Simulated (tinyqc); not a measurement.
Monte Carlo simulation of one carrier in a uniform electric field: one step, computed by the program tinyqc.

The force e F acts along +z. Flights end at the constant total rate Gamma; the part of Gamma that the real rates do not fill is self-scattering, which leaves k unchanged. One valley, no impurities; equivalent final valleys enter only through Z_f in the optical rate.

Problem. Scattering event 1. Kane band: hbar^2 k^2/(2 m) = E (1 + alpha E), speed v = hbar k/(m (1 + 2 alpha E)), states per spin, volume and energy g(E) = m k (1 + 2 alpha E)/(2 pi^2 hbar^2); overlap factors are set to 1. Masses are multiplied by m_0 and all formulas are in SI units. Phonon occupation N_q = 1/(exp(hbar w/(k_B T)) - 1). Acoustic deformation potential (elastic, equipartition, absorption and emission together): 1/tau = 2 pi k_B T D_A^2 g(E)/(hbar rho v_l^2). Optical or intervalley deformation potential: 1/tau = (pi Z_f D_o^2/(rho w)) [N_q g(E + hbar w) + (N_q + 1) g(E - hbar w)], with g = 0 below the band edge. Choice: with cumulative rates in the order acoustic, absorption, emission, the process is the first whose sum exceeds r2 Gamma; if none, self-scattering. Final state: E' = E, E + hbar w or E - hbar w gives k'. Isotropic processes: cos(theta) = 1 - 2 r3 from the z axis, phi = 2 pi r4, k' (sin theta cos phi, sin theta sin phi, cos theta). Use row 1 of the random numbers.

Inputs (values chosen for the exercise, modelled on electrons in germanium):

| quantity | value | unit |
|---|---|---|
| effective mass m | 0.221 | m_0 |
| non-parabolicity alpha | 0.6 | 1/eV |
| density rho | 5323 | kg/m^3 |
| sound velocity v_l | 5360 | m/s |
| acoustic deformation potential D_A | 11 | eV |
| phonon energy hbar w | 32.5 | meV |
| optical or intervalley deformation potential D_o | 4.5 | 1e8 eV/cm |
| final valleys Z_f | 3 | - |
| lattice temperature T | 300 | K |

Crystal: non-polar. Band: Kane.

k at the end of the flight (1/nm): 0.0180000  -0.1000000  0.1920420

Random numbers (0.02 to 0.98, from up to 60 sets tried for early real events), one row a flight:
```
       r1      r2      r3      r4
1  0.6522  0.0249  0.9049  0.8914
2  0.4975  0.5956  0.0836  0.4792
3  0.7169  0.5719  0.3739  0.9584
4  0.9462  0.5755  0.9022  0.9030
5  0.9373  0.7633  0.1004  0.4084
6  0.5811  0.5886  0.2171  0.3009
7  0.3198  0.7789  0.9019  0.5266
```

Gamma = 53.38383 1e12/s

Constants: hbar = 1.054571817e-34 J s; m_0 = 9.1093837015e-31 kg; e = 1.602176634e-19 C; k_B = 1.380649e-23 J/K; hbar = 6.582119569e-16 eV s; k_B = 8.617333262e-05 eV/K.

Give: cumulative rates; r2 Gamma; process chosen; k after event 1, the start of the next flight.

Solution.

cumulative rates (1e12/s): acoustic 1.008, absorption 1.358, emission 1.358

r2 Gamma = 1.329 1e12/s

Process chosen: absorption

k after event 1, the start of the next flight (1/nm): 0.2236  -0.1817  -0.3977
